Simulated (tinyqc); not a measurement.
A tight-binding chain with uneven site energies, recursive Green functions: transmission against energy.

The device has N = 5 slices of 1 site(s), nearest-neighbour hopping -t, and site energies U; the leads are semi-infinite continuations with site energy 0. V = <i+1|H|i> = -t 1.

Sigma = t^2 g(E), g(x) = (x - i sqrt(4 t^2 - x^2))/(2 t^2) for |x| < 2 t and (x - sign(x) sqrt(x^2 - 4 t^2))/(2 t^2) otherwise; Gamma = i (Sigma - Sigma^dagger); both leads give the same. Forward pass: g_1 = (E - H_1 - Sigma)^(-1), g_i = (E - H_i - V g_(i-1) V^dagger)^(-1), with Sigma also subtracted on the last slice; G_(i,1) = g_i V G_(i-1,1), starting from g_1. H_i is the block of slice i, its site energy. T(E) = Tr[Gamma G_(N,1) Gamma G_(N,1)^dagger].

Inputs (values chosen for the exercise):
```
symbol                             value  unit                        meaning
t                                      1    eV    hopping (matrix element -t)
U       [-0.12, 1.79, 0.13, -0.32, 0.73]    eV  site energies, slice by slice
```

Results:

| E (eV) | open modes | T(E) | T(E) per open mode |
|---|---|---|---|
| -1.9 | 1 | 0.048739 | 0.048739 |
| -1.58 | 1 | 0.62705 | 0.62705 |
| -1.27 | 1 | 0.30379 | 0.30379 |
| -0.95 | 1 | 0.22146 | 0.22146 |
| -0.63 | 1 | 0.23642 | 0.23642 |
| -0.32 | 1 | 0.32886 | 0.32886 |
| 0.32 | 1 | 0.91610 | 0.91610 |
| 0.63 | 1 | 0.62595 | 0.62595 |
| 0.95 | 1 | 0.29822 | 0.29822 |
| 1.27 | 1 | 0.16628 | 0.16628 |
| 1.58 | 1 | 0.11328 | 0.11328 |
| 1.9 | 1 | 0.077757 | 0.077757 |

Estimate the missing row, E = 0 eV.

Computed row:

| E (eV) | open modes | T(E) | T(E) per open mode |
|---|---|---|---|
| 0 | 1 | 0.58038 | 0.58038 |

With this row back in the table: T(E) lies between 0.0487 (E = -1.9 eV) and 0.916 (E = 0.32 eV) in these rows. The leads offer 1 open mode(s), of which the mean share 0.35 is transmitted.

Numbers from tinyqc (`OMP_NUM_THREADS=1 python tinyqc.py 2660029 2660030 out.jsonl`; about 0.01 s on one thread of a shared Intel Xeon 2.30GHz).
